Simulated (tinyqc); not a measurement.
Hot carriers by balance equations with a heated Maxwellian: one step, computed by the program tinyqc. Command: `OMP_NUM_THREADS=1 python tinyqc.py 3006542 3006543 out.jsonl hot walk`. One thread of a shared host (Intel(R) Xeon(R) Processor @ 2.30GHz), about 0.02 s of CPU time with the checks.

The carriers follow a Maxwellian at an electron temperature T_e, slightly displaced; the drift energy is neglected against k_B T_e. The balance averages the rate, not the time, so mu_0 lies below the relaxation-time value.

Task: Drift velocity. Parabolic band: E = hbar^2 k^2/(2 m), speed v = hbar k/m, states per spin, volume and energy g(E) = m k/(2 pi^2 hbar^2). Masses are multiplied by m_0 and all formulas are in SI units. Phonon occupation N_q = 1/(exp(hbar w/(k_B T)) - 1). Acoustic deformation potential (elastic, equipartition, absorption and emission together): 1/tau = 2 pi k_B T D_A^2 g(E)/(hbar rho v_l^2). Optical or intervalley deformation potential: 1/tau = (pi Z_f D_o^2/(rho w)) [N_q g(E + hbar w) + (N_q + 1) g(E - hbar w)], with g = 0 below the band edge. Averages over the Maxwellian, <y> = int y x^(1/2) exp(-x) dx / int x^(1/2) exp(-x) dx with x = E/(k_B T_e), split at x_0 = hbar w/(k_B T_e): 64 Gauss-Legendre points in sqrt(x) below it and 128 in sqrt(x - x_0) above it, up to x = 32. Momentum balance: mu(T_e) = e/(m nu), nu = <x (sum of rates)>/<x>. Power lost per carrier: P(T_e) = hbar w <emission rate - absorption rate> + <(2 m v_l^2/(k_B T)) (E - 2 k_B T) acoustic rate>. v = mu(T_e) F; warm-carrier coefficient (mu/mu_0 - 1)/F^2.

Inputs (values chosen for the exercise, modelled on electrons in silicon):
```
quantity                                          value       unit
effective mass m                                  0.323        m_0
density rho                                        2329     kg/m^3
sound velocity v_l                                 9130        m/s
acoustic deformation potential D_A                  9.7         eV
phonon energy hbar w                               60.7        meV
optical or intervalley deformation potential D_o    4.3  1e8 eV/cm
final valleys Z_f                                     5          -
lattice temperature T                               300          K
electric field F                                    6.3      kV/cm
```

Band: parabolic. Solver: damped fixed point.

electron temperature T_e = 442.8566 K

low-field mobility mu_0 = 1184.135 cm^2/(V s)

Constants: k_B = 8.617333262e-05 eV/K; k_B = 1.380649e-23 J/K; e = 1.602176634e-19 C; hbar = 1.054571817e-34 J s; m_0 = 9.1093837015e-31 kg; hbar = 6.582119569e-16 eV s.

Give: mobility mu(T_e); drift velocity; mu/mu_0; (mu/mu_0 - 1)/F^2.

Result:

mobility mu(T_e) = 856.68 cm^2/(V s)

drift velocity = 0.53971 1e7 cm/s

mu/mu_0 = 0.72347

(mu/mu_0 - 1)/F^2 = -0.0069673 cm^2/kV^2
